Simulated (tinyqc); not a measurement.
Inside a calculation. Model: ferroelectric with a first-order transition, Landau-Devonshire energy.

Numbers from tinyqc (`OMP_NUM_THREADS=1 python tinyqc.py 2860120 2860121 out.jsonl`; about 0.01 s on one thread of a shared Intel Xeon 2.30GHz). Printed values are rounded.

One domain with free energy u = al P^2 + be P^4 + ga P^6 - E P, al = a0 (T - T0), be < 0 < ga (P in uC/cm^2, E in kV/cm, u in mJ/cm^3). Equilibrium: E = 2 al P + 4 be P^3 + 6 ga P^5; a state is stable against small changes where dE/dP > 0. The coercive field is that of uniform switching, which real films, switching by domains, do not reach.

Values chosen for this exercise:
```
symbol    value          unit                             meaning
a0        0.017  kV cm/(uC K)  slope of the quadratic coefficient
T0          381             K             Curie-Weiss temperature
be      -0.0023  kV cm^5/uC^3                 quartic coefficient
ga       2.2e-6  kV cm^9/uC^5             sixth-order coefficient
T           301             K                         temperature
Ea          -72         kV/cm                       applied field
```

Constants: eps0 = 8.8541878128e-14 F/cm where lengths are in cm. Results are converted to the units shown.

## Spontaneous polarisation, coercive field and susceptibility

Ps^2 = [-be + sqrt(be^2 - 3 al ga)]/(3 ga); Pc^2 = [-3 be + sqrt(9 be^2 - 15 al ga)]/(15 ga), Ec = -E(Pc); susceptibility chi = 1/(eps0 dE/dP).

al = -1.36 kV cm/uC
Ps = 30.3441 uC/cm^2
u(Ps) at E = 0 = -1484.81 mJ/cm^3
Pc = 22.3723 uC/cm^2
Ec = 89.8900 kV/cm
chi at Ps = 405.940

## Transition temperatures

TC = T0 + be^2/(4 a0 ga), where u(Ps) = u(0); T1 = T0 + be^2/(3 a0 ga), where the polar minimum disappears. At TC the polarisation jumps from sqrt(-be/(2 ga)) to zero, with latent heat TC a0 Ps^2.

TC = 416.361 K
T1 = 428.148 K
jump of P = 22.8632 uC/cm^2
latent heat = 3.69993 J/cm^3

Thermal hysteresis can span T0 to T1, 47.1 K.

## Iteration 1: polarisation on the upper branch by Newton steps

P at the start = 30.3 uC/cm^2

f = 2 al P + 4 be P^3 + 6 ga P^5 - Ea, f' = 2 al + 12 be P^2 + 30 ga P^4, P(new) = P - f/f'.

f = 70.7792 kV/cm
f' = 27.5714 kV cm/uC
P after iteration 1 = 27.7329 uC/cm^2

## Iteration 2: polarisation on the upper branch by Newton steps

As before.

f = 16.8785 kV/cm
f' = 15.0937 kV cm/uC
P after iteration 2 = 26.6146 uC/cm^2

## Course of the iteration: polarisation on the upper branch by Newton steps

Stop when P changes by less than 1e-10 uC/cm^2, or after 40 iterations. The rule counts as met only at the stable state of positive P.

Course of the iteration:
```
iteration  P (uC/cm^2)  |change| (uC/cm^2)
1              27.7329                2.57
2              26.6146                1.12
3              26.3899               0.225
4              26.3812             8.70e-3
5              26.3812             1.28e-5
6              26.3812            2.77e-11
```

Converged in 6 iterations. At the end the number of correct digits about doubles with each step. There chi = 1120, and the state is metastable, since the field opposes P.
